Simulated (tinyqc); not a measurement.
# Capacitance measurement on a leaky thin oxide: effects of series resistance and leakage: what changes with what

The device is a capacitance C in parallel with a leakage conductance G, in series with Rs and Ls. An impedance meter reports either a parallel pair (Cp, Gp) from Y = 1/Z = Gp + i w Cp or a series pair (Cs, Rm) from Z = Rm + 1/(i w Cs); w = 2 pi f, dissipation D = Gp/(w |Cp|).

Inputs (values chosen for the exercise); values of the order met in thin-oxide MOS capacitors: relative permittivity of the gate insulator (close to silicon nitride) eox = 7.7; insulator thickness tox = 4.7 nm; gate area A = 100 um^2; oxide-equivalent thickness added by the accumulation layer zc = 0.53 nm; oxide-equivalent thickness added by gate depletion zp = 0.21 nm; gate leakage current density, not matched to the thickness Jg = 0.36 A/cm^2; voltage for an e-fold rise of the leakage Vs = 0.39 V; series resistance Rs = 20 ohm; series inductance Ls = 110 nH; measuring frequency f = 2e5 Hz.

Constants: eps0 = 8.8541878128e-14 F/cm where lengths are in cm. Results are converted to the units shown.

Each table varies one quantity; the others keep the values above.

## Readings against frequency

EOT = 3.9 tox/eox; CET = EOT + zc + zp; C = 3.9 eps0 A/CET; G = Jg A/Vs. Z = Rs + i w Ls + 1/(G + i w C); CET read from Cp = 3.9 eps0 A/Cp; errors under 0.001 % are printed as 0.

The same in every row: C (pF) = 1.1066.

Result of one run:
```
f (Hz)  Cp (pF)  Cs (pF)       D  error of Cp (%)  error of Cs (%)  CET read from Cp (nm)
1000     1.1065    19505  132.76         -3.70e-3           1.76e6                 3.1206
```

What becomes of these results when the measuring frequency f is changed from 1000 to 1e5 Hz, all else the same?

Result of the changed run:
```
f (Hz)  Cp (pF)  Cs (pF)       D  error of Cp (%)  error of Cs (%)  CET read from Cp (nm)
1e5      1.1065   3.0570  1.3277         -3.70e-3              176                 3.1206
```

The whole series:
```
f (Hz)  Cp (pF)  Cs (pF)          D  error of Cp (%)  error of Cs (%)  CET read from Cp (nm)
1000     1.1065    19505     132.76         -3.70e-3           1.76e6                 3.1206
3000     1.1065   2168.2     44.255         -3.70e-3           1.96e5                 3.1206
10000    1.1065   196.15     13.276         -3.70e-3           1.76e4                 3.1206
30000    1.1065   22.778     4.4255         -3.70e-3             1960                 3.1206
1e5      1.1065   3.0570     1.3277         -3.70e-3              176                 3.1206
3e5      1.1065   1.3233    0.44259         -3.66e-3             19.6                 3.1206
1e6      1.1066   1.1261    0.13290         -3.22e-3             1.76                 3.1206
3e6      1.1066   1.1088   0.044674                0            0.200                 3.1205
1e7      1.1071   1.1073   0.014674           0.0442           0.0657                 3.1191
3e7      1.1113   1.1114  0.0086345            0.429            0.436                 3.1072
```

D falls from 133 to 0.00863; without inductance its minimum lies at f = sqrt(G (1 + G Rs)/Rs)/(2 pi C) = 3.09e7 Hz. The error of Cp goes from -0.00370 to 0.429 % and that of Cs from 1.76e6 to 0.436 %; at low frequency Cp tends to C/(1 + G Rs)^2 and Cs grows as 1 + (G/(w C))^2. One of the two readings is within 2 % of C for f = 1000, 3000, 10000, 30000, 1e5, 3e5, 1e6, 3e6, 1e7, 3e7 Hz. For f = 1000, 3000, 10000, 30000, 1e5 D exceeds 1, where the accuracy of real meters degrades in proportion to sqrt(1 + D^2).

## Effect of the series resistance

Same model as above.

The same in every row: C (pF) = 1.1066; Cs (pF) = 1.5942.

Effect of the series resistance:
```
Rs (ohm)  Cp (pF)        D  error of Cp (%)  error of Cs (%)  CET read from Cp (nm)
1          1.1066  0.66381                0             44.1                 3.1205
3          1.1066  0.66381                0             44.1                 3.1205
10         1.1066  0.66383         -1.84e-3             44.1                 3.1206
30         1.1065  0.66387         -5.53e-3             44.1                 3.1207
100        1.1064  0.66401          -0.0185             44.1                 3.1211
300        1.1060  0.66441          -0.0554             44.1                 3.1222
1000       1.1045  0.66581           -0.185             44.1                 3.1263
3000       1.1005  0.66982           -0.553             44.1                 3.1379
```

What does the table show?

As Rs goes from 1 to 3000, the error of Cp goes from 0 to -0.553 %, that of Cs from 44.1 to 44.1 %, and D rises from 0.664 to 0.670. The CET read from Cp goes from 3.12 to 3.14 nm against the true 3.12 nm. Rs does not enter the imaginary part of Z, so Cs does not depend on it.

tinyqc, about 0.01 s, one thread, Intel Xeon 2.30GHz (shared host): `OMP_NUM_THREADS=1 python tinyqc.py 2022060 2022061 out.jsonl`
